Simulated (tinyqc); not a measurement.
Inside a calculation. Model: off-state leakage of single and stacked transistors.

Numbers from tinyqc (`OMP_NUM_THREADS=1 python tinyqc.py 2242109 2242110 out.jsonl`; about 0.03 s on one thread of a shared Intel Xeon 2.30GHz). Printed values are rounded.

n-channel devices of unit width. Subthreshold current I(Vg, Vs, Vd) = I0 (T/300 K)^0.5 exp[(Vg - Vs - VT(T) - gb (Vs - Vb) + dd (Vd - Vs))/(nf Vt)] (1 - exp(-(Vd - Vs)/Vt)), VT(T) = VT - cT (T - 300 K). Gate-edge tunnelling Ig (Vd/1 V) exp(ag (Vd - 1 V)), for a gate at 0 V, and band-to-band leakage Ab u exp(-Bb/u), u = Vd - Vb + 1 V, flow at a drain held at V; both are taken as independent of T. In a stack of off transistors (all gates at 0 V) the same subthreshold current passes through each.

Values chosen for this exercise; values of the order met in bulk silicon logic transistors:
```
symbol   value       unit                                             meaning
T          378          K                                         temperature
V          0.7          V                                      supply voltage
VT        0.34          V        threshold at 300 K, zero drain and body bias
cT         0.9       mV/K              fall of the threshold with temperature
I0        0.29      uA/um                       current at threshold at 300 K
nf        1.36                                                   slope factor
dd        0.06                                drain-induced lowering per volt
gb        0.14             rise of the threshold per volt of source-body bias
Ig      0.0003      uA/um                 gate-edge tunnelling current at 1 V
ag           6        1/V               exponential slope of the gate current
Ab          30  uA/(um V)      prefactor of band-to-band leakage at the drain
Bb          23          V                             its exponential voltage
Vb           0          V                                        body voltage
```

Constants: q = 1.602176634e-19 C, kB = 1.380649e-23 J/K, Vt = kB T/q. Results are converted to the units shown.

## Leakage of one transistor

Vg = Vs = 0, Vd = V; effective threshold VT(T) - gb Vb - dd V.

effective threshold = 0.2278 V
parts (nA/um): subthreshold 1.902603, gate edge 0.03471277, band-to-band 0.06789242
total = 2.005208 nA/um
shares (%): subthreshold 94.88307, gate edge 1.731130, band-to-band 3.385804

The subthreshold part is the largest.

## Starting value

Vx = dd V/(1 + gb + 2 dd), the solution for Vx well above Vt, rounded to three decimals.

Vx at the start = 0.033 V

## Iteration 1: new Vx

Stack of two, Vx the node between them: I_low = I(0, 0, Vx), I_up = I(0, Vx, V), f = ln(I_up/I_low), f' = -(1 + gb + 2 dd)/(nf Vt) - 1/(Vt (exp(Vx/Vt) - 1)) - 1/(Vt (exp((V - Vx)/Vt) - 1)), Vx(new) = Vx - f/f'.

I_low = 0.4910071 nA/um
I_up = 0.7782695 nA/um
f = 0.4606144
f' = -45.94412 1/V
Vx after iteration 1 = 0.04302554 V

## Iteration 2: new Vx

As before.

I_low = 0.5728908 nA/um
I_up = 0.5931817 nA/um
f = 0.03480560
f' = -39.61943 1/V
Vx after iteration 2 = 0.04390403 V

## Course of the iteration

Stop when the step is below 1e-11 V, or after 40 iterations.

Course of the iteration:
```
iteration,Vx before the step (V),step (V)
1,0.033,0.0100
2,0.04302554,8.78e-4
3,0.04390403,4.53e-6
4,0.04390857,1.17e-10
5,0.04390857,< 1e-14
```

Converged in 5 iterations. The subthreshold current of the stack is 0.5792 nA/um, 3.29 times less than that of one transistor (the drain leakage is unchanged); the estimate exp[dd V (1 + gb + dd)/((1 + gb + 2 dd) nf Vt)] gives 2.47.
